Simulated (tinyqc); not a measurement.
Plane-wave Kohn-Sham cycle with exchange-only LDA in a layered model solid, step by step. One step of it, computed by the program tinyqc.

Problem. Iteration 1: potential. V_H(G) = 4 pi rho(G)/G^2 for G != 0 (uniform background); v_x = -(3 rho/pi)^(1/3); V = V_ext + V_H + v_x; Fourier components f(G_m) = (1/N) sum_j f(x_j) exp(-i G_m x_j).

A solid whose potential varies along x alone (atomic units):

| parameter | value |
|---|---|
| period a | 15.700000 |
| cross-section of the cell | 35.000000 |
| electrons per cell | 2 |
| grid points | 16 |
| plane waves -n..n, n | 2 |
| k points | 2 |
| V1 in V1 cos(2 pi x/a) | -0.530000 |
| V2 in V2 cos(4 pi x/a) | -0.040000 |

density at the start, on the grid x_j = j a/N (e/bohr^3): 0.00363967  0.00363967  0.00363967  0.00363967  0.00363967  0.00363967  0.00363967  0.00363967  0.00363967  0.00363967  0.00363967  0.00363967  0.00363967  0.00363967  0.00363967  0.00363967

Give: Potentials on the grid; V(G_m), m = 0, 1, 2, ....

Solution.

Potentials on the grid (hartree):

| x | V_ext | V_H | v_x | V |
|---|---|---|---|---|
| 0.0000 | -0.5700 | 0.0000 | -0.1515 | -0.7215 |
| 0.9812 | -0.5179 | 0.0000 | -0.1515 | -0.6694 |
| 1.9625 | -0.3748 | 0.0000 | -0.1515 | -0.5262 |
| 2.9438 | -0.1745 | 0.0000 | -0.1515 | -0.3260 |
| 3.9250 | 0.0400 | 0.0000 | -0.1515 | -0.1115 |
| 4.9062 | 0.2311 | 0.0000 | -0.1515 | 0.0796 |
| 5.8875 | 0.3748 | 0.0000 | -0.1515 | 0.2233 |
| 6.8688 | 0.4614 | 0.0000 | -0.1515 | 0.3099 |
| 7.8500 | 0.4900 | 0.0000 | -0.1515 | 0.3385 |
| 8.8313 | 0.4614 | 0.0000 | -0.1515 | 0.3099 |
| 9.8125 | 0.3748 | 0.0000 | -0.1515 | 0.2233 |
| 10.7937 | 0.2311 | 0.0000 | -0.1515 | 0.0796 |
| 11.7750 | 0.0400 | 0.0000 | -0.1515 | -0.1115 |
| 12.7562 | -0.1745 | 0.0000 | -0.1515 | -0.3260 |
| 13.7375 | -0.3748 | 0.0000 | -0.1515 | -0.5262 |
| 14.7188 | -0.5179 | 0.0000 | -0.1515 | -0.6694 |

V(G_m), m = 0, 1, 2, ... (hartree): -0.1515  -0.2650  -0.0200  0.0000  0.0000
